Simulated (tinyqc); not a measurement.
Three descriptions against temperature: one anharmonic mode: perturbation theory, self-consistent phonons and exact levels. Computed by tinyqc, a small Python program. Command: `OMP_NUM_THREADS=1 python tinyqc.py 3028958 3028959 out.jsonl scp walk`. One thread of a shared host (Intel(R) Xeon(R) Processor @ 2.30GHz), about 0.04 s of CPU time with the checks.

V(x) = k x^2/2 + b x^4 for one coordinate x of mass M. A constant K > 0 gives hbar Omega = sqrt((hbar^2/u) K/M) with K in eV/angstrom^2 and M in u.

Inputs (values chosen for the exercise, for a model mode): mode mass M = 73.7 u; harmonic constant k = 25.6 eV/angstrom^2; quartic constant b = 325 eV/angstrom^4.

Shape: single well.

Constants: hbar^2/u = 4.18015928e-03 eV angstrom^2; k_B = 8.617333262e-05 eV/K.

Method:
- Self-consistent phonon, centred at x = 0: K = k + 12 b <x^2>, <x^2> = (hbar Omega/(2K)) coth(hbar Omega/(2 k_B T)).
- Its free energy is F = k_B T ln[2 sinh(hbar Omega/(2 k_B T))] + (k - K)<x^2>/2 + 3 b <x^2>^2, an upper bound to the exact one.
- Basis: oscillator states n of the constant |k|, with x = s (a + a+), s^2 = hbar Omega/(2|k|); H = hbar Omega (n + 1/2) + (k - |k|) x^2/2 + b x^4, with exact matrix elements of x^2 and x^4.
- Exact values use 120 basis states: F = -k_B T ln sum exp(-E_n/(k_B T)), and <x^2> is the Boltzmann mean.
- The classical <x^2> is int x^2 exp(-V/(k_B T)) dx / int exp(-V/(k_B T)) dx (2001 points over six exact widths each way).

Results:

| T (K) | hbar Omega, self-consistent (meV) | <x^2>, self-consistent | <x^2>, exact | F, self-consistent (meV) | F, exact (meV) | <x^2>, classical |
|---|---|---|---|---|---|---|
| 22 | 40.105 | 7.0713e-04 | 7.0773e-04 | 19.565 | 19.561 | 7.3244e-05 |
| 53 | 40.106 | 7.0733e-04 | 7.0794e-04 | 19.564 | 19.561 | 1.7387e-04 |
| 110 | 40.159 | 7.2688e-04 | 7.2768e-04 | 19.427 | 19.422 | 3.5197e-04 |
| 200 | 40.492 | 8.4813e-04 | 8.5035e-04 | 17.816 | 17.806 | 6.1781e-04 |
| 350 | 41.319 | 0.0011540 | 0.0011618 | 10.518 | 10.482 | 0.0010280 |
| 620 | 42.853 | 0.0017377 | 0.0017635 | -13.303 | -13.440 | 0.0016916 |
| 1100 | 45.218 | 0.0026792 | 0.0027520 | -76.264 | -76.730 | 0.0027146 |
| 1800 | 47.995 | 0.0038496 | 0.0040060 | -195.78 | -196.99 | 0.0039851 |

The self-consistent quantum hardens from 40.11 to 48.00 meV, since a wider spread samples the steep quartic walls. Its <x^2> misses by -0.1 % at the lowest T and -3.9 % at the highest; the excess in F runs from 0.004 to 1.205 meV. The classical value is 0.10 of the exact one at the lowest T and 0.995 at the highest.

Extremes, crossings and ranges named in words are read from the listed rows.
